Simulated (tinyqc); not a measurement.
Ratio and sensitivities against delay: time-domain thermoreflectance: layered heat flow under a modulated pulse train, and what the signal ratio measures. Computed by tinyqc, a small Python program. Command: `OMP_NUM_THREADS=1 python tinyqc.py 3112131 3112132 out.jsonl tdtr walk`. One thread of a shared host (Intel(R) Xeon(R) Processor @ 2.30GHz), about 0.2 s of CPU time with the checks.

Pulses repeat at 80 MHz; heat is laid down at the surface, all layers are isotropic, and the film is in perfect contact with the substrate.

Inputs (values chosen for the exercise, modelled on aluminium on 4H-SiC):
```
quantity                                value        unit
metal thickness d                          94          nm
metal conductivity                        180     W/(m K)
metal heat capacity                      2.42  MJ/(m^3 K)
boundary conductance G under the metal     48  MW/(m^2 K)
film thickness                             82          nm
film conductivity                        0.98     W/(m K)
film heat capacity                        2.4  MJ/(m^3 K)
substrate conductivity kappa              313     W/(m K)
substrate heat capacity C                2.18  MJ/(m^3 K)
modulation frequency f                     12         MHz
spot radius w (1/e^2, pump and probe)      20  micrometre
```

Stack: metal, film, substrate.

Method:
- For radial wave number k and angular frequency W each layer has u = sqrt(4 pi^2 k^2 + i W C/kappa) and gamma = kappa u. Surface impedance from below: Z = 1/gamma for the substrate; a layer of thickness L maps Z to (Z + tanh(u L)/gamma)/(1 + gamma Z tanh(u L)); a boundary adds 1/G.
- Response per absorbed watt H(W) = 2 pi int_0^(2/w) Z(k, W) exp(-pi^2 k^2 w^2) k dk by 20 Gauss-Legendre points.
- Signal: X + iY = sum_(m = -M..M) H(2 pi (f + m f_r)) exp(i 2 pi m f_r t) exp(-pi (m/M)^2 x 4), f_r = 80 MHz, M = 4000, with H(-W) the complex conjugate of H(W); V_in = X, V_out = Y, ratio = -V_in/V_out.
- Sensitivity S = ln(ratio'/ratio)/ln(1.01) for a rise of one input by 1 %.

Ratio and sensitivities:
```
t (ps)   ratio  S to kappa   S to G    S to d     S to C     S to w  S to film conductivity
100     1.4356   0.0019346  0.13821  -0.69634  0.0023492  -0.022420                 0.46509
200     1.3948   0.0020928  0.12734  -0.69374  0.0025071  -0.022388                 0.46565
400     1.3247   0.0023818  0.11235  -0.67309  0.0027952  -0.022314                 0.46553
800     1.2079   0.0029248  0.09427  -0.64197  0.0033377  -0.022219                 0.46530
1500    1.0460   0.0038542  0.07861  -0.60870  0.0042691  -0.022262                 0.46925
2500    0.8671   0.0052676  0.07094  -0.59114  0.0056914  -0.022803                 0.48675
4000    0.6614   0.0078681  0.07385  -0.61253  0.0083191  -0.024784                 0.54139
```

What does the comparison show, and why?

The largest sensitivity in size at 100 ps is to d (-0.70). The substrate conductivity is hardly felt at 400 ps.

Extremes, crossings and ranges named in words are read from the listed rows.
